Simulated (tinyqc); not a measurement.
Worked calculation: electromigration in a confined line: Blech product, Korhonen stress evolution and Black's law. Computed by tinyqc, a small Python program that keeps every step. Command: `OMP_NUM_THREADS=1 python tinyqc.py 3015031 3015032 out.jsonl emigr walk`. One thread of a shared host (Intel(R) Xeon(R) Processor @ 2.30GHz), about 0.01 s of CPU time with the checks. Intermediate numbers are printed to about 5 digits and carried at full precision; extremes and crossings named in words are read from the listed rows.

The electron wind pushes atoms from the cathode (x = 0) to the anode (x = L); blocking ends build a back stress (tension positive). The input rho is taken not to change with temperature. d sigma/dt = d/dx [kappa (d sigma/dx + G)], with zero flux at both ends and sigma = sigma_0 at t = 0.

Inputs (values chosen for the exercise, close to those used for ruthenium lines):
```
quantity                              value          unit
resistivity rho                        11.8  micro-ohm cm
atomic volume Omega                    13.6    angstrom^3
effective charge number Z*              1.2             -
prefactor D0                        1.3e-06         m^2/s
activation energy E                    1.38            eV
effective modulus B                      64           GPa
critical stress sigma_c                 530           MPa
initial stress sigma_0                  160           MPa
current density j                      0.73       MA/cm^2
line length L                           210            um
test temperature T                      210             C
time as a fraction of L^2/kappa, s    0.018             -
use temperature T_u                      85             C
use current density j_u                 1.3       MA/cm^2
current exponent n                        2             -
```

Start: thermal stress.

Constants: e = 1.602176634e-19 C; k_B = 8.617333262e-05 eV/K; k_B = 1.380649e-23 J/K.

## Driving force and diffusivities

G = Z* e rho j/Omega; D = D0 exp(-E/(k_B T)); kappa = D B Omega/(k_B T); drift velocity of an unconfined line v = D Z* e rho j/(k_B T). SI: 1 micro-ohm cm = 1e-8 ohm m, 1 MA/cm^2 = 1e10 A/m^2. Temperatures in kelvin are T(C) + 273.15.

stress gradient G = 12.177 MPa/um

diffusivity D = 5.2366e-21 m^2/s

kappa = 6.8328e-19 m^2/s

drift velocity = 4.6804e-04 nm/h

## Steady state and Blech product

At steady state sigma(x) = sigma_0 + G (L/2 - x). A void forms only if the cathode stress reaches sigma_c, that is if j L exceeds (j L)_c = 2 Omega (sigma_c - sigma_0)/(Z* e rho). Time scale tau = L^2/kappa.

steady cathode stress = 1438.6 MPa

j L = 15330 A/cm

critical product (j L)_c = 4436.1 A/cm

tau = 1.7928e+07 h

j L is 3.46 times the critical product: the line can fail. Caution: a steady stress above sigma_c is formal, since a void forms first.

## Series terms at the cathode

sigma(x, t) = sigma_0 + G L [1/2 - x/L - 4 sum_(m odd) cos(m pi x/L) exp(-m^2 pi^2 s)/(m pi)^2], s = t/tau, summed to m = 399. The terms at x = 0 are 4 exp(-m^2 pi^2 s)/(m pi)^2; tau = L^2/kappa.

terms for m = 1, 3, 5, 7: 0.33932  0.0091020  1.9098e-04  1.3710e-06

cathode stress at time s = 547.14 MPa

time t = 3.2271e+05 h

Caution: the stress exceeds sigma_c: a void would already have formed and relaxed it, so the value is formal.

## Stress along the line

Steady state: sigma_0 + G L (1/2 - x/L). Take x/L = 0, 0.1, 0.2, 0.3, 0.4, 0.6, 0.8 and 1.

Stress (MPa):
```
x/L  at time s  steady state
0.0     547.14        1438.6
0.1     343.97        1182.9
0.2     232.86         927.2
0.3     183.55         671.5
0.4     165.93         415.7
0.6     154.07         -95.7
0.8      87.14        -607.2
1.0    -227.14       -1118.6
```

Caution: stresses above sigma_c are formal, since a void forms first.

## Finite line against the semi-infinite law

Semi-infinite line: sigma(0, t) = sigma_0 + 2 G L sqrt(s/pi). One-term form: keep m = 1 alone.

Cathode stress (MPa):
```
s           t (h)  full series  semi-infinite  one term
0.002  3.5856e+04        289.0          289.0     422.5
0.005  8.9641e+04        364.0          364.0     452.1
0.01   1.7928e+05        448.6          448.6     499.6
0.02   3.5856e+05        568.1          568.1     587.9
0.05   8.9641e+05        804.5          805.2     805.9
0.1    1.7928e+06       1052.3         1072.5    1052.4
0.2    3.5856e+06       1294.7         1450.5    1294.7
0.4    7.1713e+06       1418.6         1985.0    1418.6
0.8    1.4343e+07       1438.3         2740.9    1438.3
```

Among these rows the semi-infinite law holds to 1 % up to s = 0.05 and the one-term form from s = 0.05 on: the far end is felt once sqrt(kappa t) is no longer small against L, and by then the terms with m > 1 have nearly died out. The critical stress 530 MPa is passed between s = 0.01 and 0.02. Caution: rows beyond sigma_c are formal, since a void ends the model there.

## Time to nucleate a void

Solve sigma(0, t) = sigma_c for s; the semi-infinite estimate is t = (pi/kappa) ((sigma_c - sigma_0)/(2 G))^2.

nucleation time = 2.9476e+05 h

semi-infinite estimate = 2.9476e+05 h

The two agree: the void nucleates before the far end is felt, so the time scales as 1/j^2 and not with L.

## Extrapolation by Black's law

Median life t50 = A j^(-n) exp(E/(k_B T)); acceleration factor = t50(use)/t50(test) = (j/j_u)^n exp[(E/k_B)(1/T_u - 1/T)].

current factor = 0.31533

temperature factor = 1.0569e+05

acceleration factor = 33328

At the use current j_u L exceeds the critical product.

Checks made by the program: series against a 200-cell finite-volume solution (on the scale of G L) (relative difference 1e-06).
